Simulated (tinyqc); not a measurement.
Temperatures in a stack of 2 dies with leakage feedback: one step of the calculation.

One-dimensional heat flow to a sink below die 0. The power of each die is released in a plane at its top; from the plane of die j > 0 heat crosses its silicon (ts), a bond layer and the wiring of die j - 1; from die 0 it crosses t0, paste and sink. Copper shares the path through bond and wiring in parallel: k_eff = fm km + (1 - fm) k. Silicon is taken at the temperature of the plane above it. Leakage is P_l exp((T - 350 K)/Tl).

Task. Resistances per area at 300 K. R = thickness/conductivity for each layer.

Values chosen for this exercise; conductivities of the order met in silicon, wiring layers, bonds and pastes:
- k0 = 148 W/(m K) (conductivity of silicon at 300 K)
- ts = 50 um (thickness of a thinned die)
- t0 = 300 um (thickness of the die next to the sink)
- tb = 5 um (thickness of the wiring layers)
- kb = 2.1 W/(m K) (conductivity of the wiring layers)
- tg = 30 um (thickness of a bond layer)
- kg = 0.5 W/(m K) (conductivity of the bond dielectric)
- fm = 0.01 (area share of copper through bond and wiring)
- km = 390 W/(m K) (conductivity of copper)
- Rt = 0.05 K cm^2/W (paste and lid)
- Rs = 0.26 K cm^2/W (heat sink)

Give: thick die; thinned die; k_eff of the bond; k_eff of the wiring; bond plus wiring; paste plus sink.

Result.

thick die = 0.020270 K cm^2/W
thinned die = 0.0033784 K cm^2/W
k_eff of the bond = 4.3950 W/(m K)
k_eff of the wiring = 5.9790 W/(m K)
bond plus wiring = 0.076622 K cm^2/W
paste plus sink = 0.31000 K cm^2/W

tinyqc, about 0.02 s, one thread, Intel Xeon 2.30GHz (shared host): `OMP_NUM_THREADS=1 python tinyqc.py 2162196 2162197 out.jsonl`
